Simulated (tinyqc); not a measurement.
Choice of the surrounding dielectric: dielectric confinement in a thin film (image charges).

A film |z| < t/2 of dielectric constant eps between half-spaces of dielectric constant e2; lam = (eps - e2)/(eps + e2), q = e^2/(4 pi eps0). The self-energy of a band edge is taken with the high-frequency value, e2 = eh, and the field of a fixed ion with the static one, e2 = eo. A charge at z has images lam^|n| at n t + (-1)^n z. Its self-energy is S(z) = (q/2 eps) sum over n >= 1 of lam^n [1/(n t - 2z) + 1/(n t + 2z)] for odd n and 2 lam^n/(n t) for even n; at the centre S(0) = -(q/(eps t)) ln(1 - lam).

Donor at the centre, lam from the static eo, trial function cos(pi z/t) exp(-rho/l): E(l) = c/(m l^2) - (q/eps) times the integral over k of F(k t) (1 + (k l/2)^2)^(-3/2), with F(x) = F0 + 2 lam exp(-x) G/(1 - lam exp(-x)), F0 = 2[(1 - exp(-x/2))/x + x (1 + exp(-x/2))/(x^2 + 4 pi^2)], G = 2 sinh(x/2)[1/x - x/(x^2 + 4 pi^2)]; c = hbar^2/2m0. The binding energy is -E at the minimum, counted from the subband edge with its self-energy.

Constants: e^2/(4 pi eps0) = 14.39964547 eV angstrom; hbar^2/2m0 = 3.80998211 eV angstrom^2; Ry = 13.60569312 eV.

Values chosen for the exercise (out of a larger set: near those of a Ge film between layers of HfO2; not measured data):
- t = 72 angstrom (film thickness)
- eps = 16.1 (dielectric constant of the film)
- m = 0.15 m0 (mass in the plane)

The same film between different dielectrics; in this table one value e2 serves for both eo and eh.

Results:
```
case         lam  <S> (meV)  binding (meV)  l (angstrom)
e2 = 1     0.883       29.1           66.3          41.8
e2 = 2.5   0.731       18.3           46.3          42.9
e2 = 3.9   0.610       13.4           37.6          43.8
e2 = 7.5   0.364        6.6           26.6          45.7
e2 = 16    0.003        0.0           16.8          48.7
e2 = 25   -0.217       -3.0           12.7          50.8
e2 = 80   -0.665       -8.2            6.6          56.1
```

The binding spans a factor 10.0, from 66 meV in vacuum to 6.6 meV for e2 = 80; going from 3.9 to 25 changes it by -24.9 meV and the band edge by -16.4 meV, so the binding responds 1.52 times as much as the edge (for an orbit much smaller than t the binding would change by twice the change of S(0), -28.3 meV; here l/t = 0.61 for e2 = 3.9).

(tinyqc, `OMP_NUM_THREADS=1 python tinyqc.py 1250826 1250827 out.jsonl`, Intel(R) Xeon(R) Processor @ 2.30GHz, 1 thread, shared host, about 0.03 s.)
